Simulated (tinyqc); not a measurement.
Inside a calculation. Model: voltage acceleration of oxide breakdown, four models on the same data.

Numbers from tinyqc (`OMP_NUM_THREADS=1 python tinyqc.py 2070167 2070168 out.jsonl`; about 0.01 s on one thread of a shared Intel Xeon 2.30GHz). Printed values are rounded.

Field E = V/tox in MV/cm. Models: ln(t63/1 s) = a - c X with X = E (E model), -1/E (1/E model), ln V (power law, c the exponent n) or sqrt(E).

Values chosen for this exercise:

| symbol | value | unit | meaning |
|---|---|---|---|
| tox | 5.1 | nm | oxide thickness |
| Vu | 2.3 | V | use voltage |
| Ts | 373 | K | stress temperature |
| Tu | 378 | K | use temperature |
| Ea | 0.64 | eV | activation energy |
| ks | 6.1e-5 |  | factor for area and percentile |

Constants: q = 1.602176634e-19 C, kB = 1.380649e-23 J/K. Results are converted to the units shown.

Range of the model: All four laws are empirical fits; none is established far below the stress range.

## Fitting the models

```
stress  V (V)  t63 (s)
0        3.91    14850
1         4.4      240
2        5.46   0.4025
```

The three stress times were made with the 1/E model, c = 284, and are treated as data. For each model fit ln t63 on X by least squares over the three points.

```
model         c         a  largest misfit in ln t63 (0: below 0.002)
E       3.39823   35.3096                                   0.510815
1/E     283.995  -27.4371                                   0.000000
power   31.2616   52.0616                                   0.263694
sqrt E  20.6456   66.5115                                   0.389633
```

The worst misfit of any model is 0.51 in ln t63, a factor of 1.67 in time, comparable to the scatter of t63 from small samples, so such data hardly tell the models apart.

## Projection to use conditions

Project to Vu, multiply by exp[(Ea q/kB)(1/Tu - 1/Ts)] and by ks; ten years are 3.15576e8 s. The largest voltage for ten years solves the same relation for V.

temperature factor = 0.768453

```
model   lifetime (years)  largest voltage for ten years (V)
E             7.09355e-4                           0.866195
1/E              4025.73                            2.54213
power           0.297673                            2.05544
sqrt E         0.0103851                            1.63568
```

The lifetimes span 6.75 decades, from the E model (most cautious) to the 1/E model; the allowed voltage spans 0.866 to 2.54 V. 1 of the four models pass ten years at Vu. Lifetimes beyond a thousand years are formal extrapolations.
